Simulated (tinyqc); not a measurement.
Metal gate on a two-layer dielectric stack with fixed charge and a dipole: flat band against the thickness t2.

Gate, layer 2, layer 1, p-type semiconductor; x runs from the gate inwards. Charges are counted in units of +q. psi is the band bending at the surface, positive towards inversion. Classical charge, Boltzmann statistics, no interface traps.

EOT = 3.9 (t1/e1 + t2/e2), Cox = eps0/(t1/e1 + t2/e2); phi_ms = pM - (chi + Eg - Vt ln(Nv/Na)). Vfb = phi_ms + Vd - (q/eps0) [Q1 (t1/e1 + t2/e2) + Q2 t2/e2 + r1 (t1^2/(2 e1) + t1 t2/e2) + r2 t2^2/(2 e2)]: each charge counts with its electrical distance from the gate. ni = sqrt(Nc Nv) exp(-Eg/(2 Vt)), Eg in volts, pB = Vt ln(Na/ni), Vth = Vfb + 2 pB + sqrt(4 q eps0 eps_r Na pB)/Cox.

Values chosen for this exercise; band and dielectric values close to those of silicon, layer 1 close to silicon dioxide, layer 2 close to aluminium oxide:
```
symbol,value,unit,meaning
T,250,K,temperature
Eg,1.12,eV,band gap
eps_r,11.6,,relative permittivity
Nc,2.17e19,cm^-3,conduction-band density of states at T
Nv,2.05e19,cm^-3,valence-band density of states at T
chi,4.09,eV,electron affinity
Na,1.3e16,cm^-3,acceptor density
pM,4.14,eV,work function of the gate metal
t1,0.9,nm,"thickness of layer 1, next to the semiconductor"
e1,3.95,,relative permittivity of layer 1
e2,9.17,,relative permittivity of layer 2
Q1,4.3e11,cm^-2,fixed charge at the semiconductor interface
Q2,1.8e11,cm^-2,fixed charge between the layers
r1,0,cm^-3,uniform charge density in layer 1
r2,0,cm^-3,uniform charge density in layer 2
Vd,0.32,V,flat-band shift by a dipole layer between the layers
```

Constants: q = 1.602176634e-19 C, kB = 1.380649e-23 J/K, Vt = kB T/q, eps0 = 8.8541878128e-14 F/cm where lengths are in cm. Results are converted to the units shown.

Flat band against the thickness t2:

| t2 (nm) | EOT (nm) | Vfb (V) | Vth (V) |
|---|---|---|---|
| 1 | 1.314 | -0.6211 | 0.2027 |
| 2 | 1.739 | -0.6332 | 0.1978 |
| 3 | 2.165 | -0.6452 | 0.1930 |
| 4 | 2.590 | -0.6572 | 0.1882 |
| 5 | 3.015 | -0.6693 | 0.1834 |
| 6 | 3.440 | -0.6813 | 0.1785 |
| 7 | 3.866 | -0.6934 | 0.1737 |
| 8 | 4.291 | -0.7054 | 0.1689 |

Read the table: what changes, and by how much?

Vfb falls from -0.621 to -0.705 V and Vth falls from 0.203 to 0.169 V. The slope dVfb/dEOT is -28.3 mV/nm between the first two rows and -28.3 between the last two: a straight line, set by the charge below the growing layer, which reads as 6.10e11 cm^-2. A line through the end rows meets EOT = 0 at -0.584 V, against phi_ms + Vd = -0.591 V; an effective work function read from it is off by 327 mV from pM.

Program tinyqc, `OMP_NUM_THREADS=1 python tinyqc.py 2010123 2010124 out.jsonl`; Intel Xeon 2.30GHz, shared host, one thread, about 0.01 s.
